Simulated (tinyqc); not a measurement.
Conductivity against temperature: Debye-Callaway model of lattice thermal conductivity. Computed by tinyqc, a small Python program. Command: `OMP_NUM_THREADS=1 python tinyqc.py 3003841 3003842 out.jsonl callaway walk`. One thread of a shared host (Intel(R) Xeon(R) Processor @ 2.30GHz), about 0.01 s of CPU time with the checks.

Three acoustic branches with one velocity v, cut at omega_D = k_B Theta/hbar; x = hbar omega/(k_B T). v and Theta are separate inputs: Theta cuts off the heat-carrying modes, so C need not reach 3 k_B/V. gamma is an effective value that sets the umklapp rate. Heat flows along the wire.

Inputs (values chosen for the exercise, for a model crystal): sound velocity v = 2510 m/s; Debye temperature Theta = 173 K; volume per atom V = 35.6 angstrom^3; mean atomic mass M = 109 u; effective Grueneisen parameter gamma = 1.69; umklapp exponent divisor b = 2.5; mass variance Gamma = 2.4e-05; wire diameter D = 0.66 micrometre; specularity p = 0.6.

Sample: wire. Point defects: isotopes. Normal processes: left out.

Constants: k_B = 1.380649e-23 J/K; hbar = 1.054571817e-34 J s; u = 1.6605390666e-27 kg.

Method:
- Gamma is given directly by the isotope mixture. A = V Gamma/(4 pi v^3).
- Rates: point defects A omega^4; umklapp B omega^2 T exp(-Theta/(b T)) with B = hbar gamma^2/(M v^2 Theta). Boundaries: v/Lambda_B with Lambda_B = D (1 + p)/(1 - p).
- kappa_1 = c int tau_C g dx, g = x^4 e^x/(e^x - 1)^2, c = (k_B/(2 pi^2 v)) (k_B T/hbar)^3, over 0 < x < min(Theta/T, 40), by 96 Gauss-Legendre points in s with x = x_max s^2; tau_C = tau_R, the inverse of the summed rates, and kappa = kappa_1.
- The boundary limit is C v^2/(3 x boundary rate), with C = 3 c int g dx / v^2.

Rayleigh coefficient A = 4.29962e-45 s^3

Kappa (W/(m K)):
```
T (K)  all processes  without point defects  boundary limit
1.7         0.083934               0.083936        0.083936
3.5          0.73227                0.73249         0.73249
6.1           3.8669                 3.8778          3.8778
10            16.757                 17.069          17.082
17            71.474                 77.515          81.913
29            157.60                 171.63          304.95
52            125.12                 129.24          691.01
86            69.937                 70.870          934.94
140           37.899                 38.132          1053.0
220           21.918                 21.990          1100.8
```

What does the comparison show, and why?

kappa peaks among these rows at 29 K (T/Theta = 0.168) with 158 W/(m K). The exponent d ln kappa/d ln T is 3.00 at the cold end, the T^3 law of boundary scattering, and -1.21 at the hot end, near the 1/T law of umklapp scattering, which rules there. Point defects cost most at 29 K, a factor 1.09.

Extremes, crossings and ranges named in words are read from the listed rows.
